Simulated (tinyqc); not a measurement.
Interfaces: Cahn-Hilliard equation on a periodic one-dimensional grid. Computed by tinyqc, a small Python program. Command: `OMP_NUM_THREADS=1 python tinyqc.py 3026653 3026654 out.jsonl cahn walk`. One thread of a shared host (Intel(R) Xeon(R) Processor @ 2.30GHz), about 0.3 s of CPU time with the checks.

Free energy F = h sum_j [A (c_j^2 - 1)^2/4 + (kappa/2) ((c_(j+1) - c_j)/h)^2]; dc/dt = Lap(mu), mu = A (c^3 - c) - kappa Lap(c), Lap(y)_j = (y_(j+1) - 2 y_j + y_(j-1))/h^2, mobility 1; the grid has n = 12 points.

Inputs (values chosen for the exercise, in reduced units):
```
quantity                    value  unit
spacing h                    0.94     -
well depth A                 0.99     -
gradient coefficient kappa   0.93     -
mean composition c0         -0.27     -
noise amplitude              0.02     -
time step dt                0.026     -
end time                      150     -
```

Scheme: explicit Euler.

Method:
- Start: c_j = c0 + amplitude x (z_j - mean of z).
- c(new) = c + dt Lap(mu).
- Run to the end time; break off if |c| exceeds 3 or F has risen by more than 1e-9 in more than 30 steps. Domains = stretches with c > c0.
- Continuum wall between c = -1 and +1: c = tanh(x/w), w = sqrt(2 kappa/A), energy s = (2/3) sqrt(2 kappa A). With two walls per domain, the estimate of F at the end is 2 x domains x s. Volume fraction of the +1 phase by the lever rule: (1 + c0)/2.

random numbers: 0.715  -0.096  -0.123  0.342  -0.099  0.443  -0.738  0.272  -0.698  0.455  -0.541  -0.456

Course:
```
step        t        F      min c      max c  domains
0       0.000  2.40087  -0.283887  -0.254827        5
115     2.990  2.39955  -0.275720  -0.264219        1
288     7.488  2.39941  -0.281135  -0.258679        1
577    15.002  2.39793  -0.303482  -0.234812        1
865    22.490  2.38419  -0.366852  -0.157615        1
1154   30.004  2.26264  -0.525629   0.106839        1
1731   45.006  1.75035  -0.945777   0.766991        1
2308   60.008  1.74891  -0.962957   0.785259        1
3173   82.498  1.74888  -0.962880   0.784560        1
4038  104.988  1.74886  -0.962688   0.783712        1
4904  127.504  1.74883  -0.962494   0.782842        1
5769  149.994  1.74880  -0.962301   0.781957        1
```

F at the end = 1.74880

c at the end: -0.105682  0.527354  0.781957  0.730838  0.339957  -0.352882  -0.774171  -0.922884  -0.962301  -0.954465  -0.886724  -0.660999

wall half width w = 1.3707

wall energy s = 0.90465

estimate of F = 1.8093

volume fraction = 0.365

w/h = 1.4582

What does the comparison show, and why?

The run ends at F = 1.7488, 0.97 of the estimate: close to it, but the extremes of c are -0.962 and 0.782.
